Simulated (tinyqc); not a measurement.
From one set of inputs to another, one input at a time: grain growth, pinning, strength and diffusional creep of a polycrystal or thin film. Computed by tinyqc, a small Python program. Command: `OMP_NUM_THREADS=1 python tinyqc.py 3025919 3025920 out.jsonl grain ladder`. One thread of a shared host (Intel(R) Xeon(R) Processor @ 2.30GHz), about 0.02 s of CPU time with the checks.

One mean grain size d describes the structure.

The inputs printed are set A. Set A is modelled on copper; the values taken over come from a set modelled on nickel. Inputs not listed in the table keep their values of set A, so the rows need not describe a real material.

Inputs (values chosen for the exercise, modelled on copper):
```
quantity,value,unit
shear modulus G,47.6,GPa
Burgers vector b,2.556,angstrom
atomic volume Omega,11.81,angstrom^3
boundary energy gamma,0.63,J/m^2
mobility prefactor M0,1.2e-07,m^4/(J s)
activation energy of boundary motion Q_m,1.22,eV
anneal temperature T,571,K
anneal time t,2500,s
initial grain size d0,26,nm
particle volume fraction f,0.003,-
particle radius r,22,nm
film thickness h,810,nm
surface energy gamma_s,1.6,J/m^2
friction stress sigma_0,29,MPa
Hall-Petch slope k_y,0.12,MPa m^0.5
lattice diffusion energy Q_l,2.12,eV
boundary diffusion energy Q_b,0.983,eV
lattice prefactor D0,2.2e-05,m^2/s
boundary prefactor delta D0b,2.1e-15,m^3/s
applied stress sigma,74,MPa
service temperature T_c,505,K
```

Sample: thin film on a substrate.

Constants: k_B = 8.617333262e-05 eV/K; k_B = 1.380649e-23 J/K.

Method:
- M = M0 exp(-Q_m/(k_B T)). The driving pressure is 2 gamma/d. Zener pinning pressure 3 f gamma/(2 r) stops growth at d_Z = 4 r/(3 f). Grooves where boundaries meet the surface have the angle theta = arcsin(gamma/(2 gamma_s)) and are taken to stop growth at d_h = h/(2 theta), a few film thicknesses; the limit is 1/d_lim = 1/d_Z + 1/d_h.
- dd/dt = 2 M gamma (1/d - 1/d_lim) integrates to 2 M gamma t = d_lim (d0 - d) + d_lim^2 ln[(d_lim - d0)/(d_lim - d)]; without pinning d^2 = d0^2 + 4 M gamma t.
- Hall-Petch term k_y/sqrt(d). Orowan term 3.06 x 0.4 G b ln(2 rbar/b)/(pi lambda sqrt(1 - nu)) with nu = 1/3, rbar = sqrt(2/3) r, lambda = rbar (sqrt(pi/f) - 2). Film term (threading dislocation, matched substrate, the geometry of an fcc (111) film taken for all cases): 3.464 G b ln(2 h/b)/(4 pi (1 - nu) h). The terms are added to sigma_0.
- Nabarro-Herring rate = 14 sigma Omega D_l/(k_B T d^2), D_l = D0 exp(-Q_l/(k_B T)); Coble rate = 14 pi sigma Omega delta D_b/(k_B T d^3), delta D_b = delta D0b exp(-Q_b/(k_B T)); they are equal at d_x = pi delta D_b/D_l.

Each row keeps all changes above it:
```
input moved,from,to,yield stress (MPa),Orowan term (MPa),crossover size d_x (micrometre)
set A,-,-,491.62,52.648,6.6670e+07
activation energy of boundary motion Q_m (eV),1.22,1.57,877.41,52.648,6.6670e+07
particle volume fraction f,0.003,0.00014,835.57,10.815,6.6670e+07
shear modulus G (GPa),47.6,81.3,881.72,18.471,6.6670e+07
initial grain size d0 (nm),26,110,502.07,18.471,6.6670e+07
particle radius r (nm),22,15,508.60,24.993,6.6670e+07
mobility prefactor M0 (m^4/(J s)),1.2e-07,1.5e-07,508.58,24.993,6.6670e+07
anneal time t (s),2500,15,508.67,24.993,6.6670e+07
```

Which inputs carry the difference?

Yield stress goes from 492 to 509, a factor 1.03 in all. The largest single move comes from activation energy of boundary motion Q_m (a factor 1.78), and initial grain size d0 works against it (a factor 0.569). Orowan term goes from 52.6 to 25.0, a factor 0.475 in all. The largest single move comes from particle volume fraction f (a factor 0.205), and shear modulus G works against it (a factor 1.71). The single moves hold for this order of the switches; the total does not depend on the order.

Caution (all rows): the grains are smaller than the film is thick, so they are not columnar, and the groove drag and film term are overstated. Caution (all rows): sigma Omega is not small against k_B T, as the linear creep laws assume. Caution (rows activation energy of boundary motion Q_m, particle volume fraction f, shear modulus G): below about 30 nm grains hold no pile-ups and the Hall-Petch line bends over.

Extremes, crossings and ranges named in words are read from the listed rows.
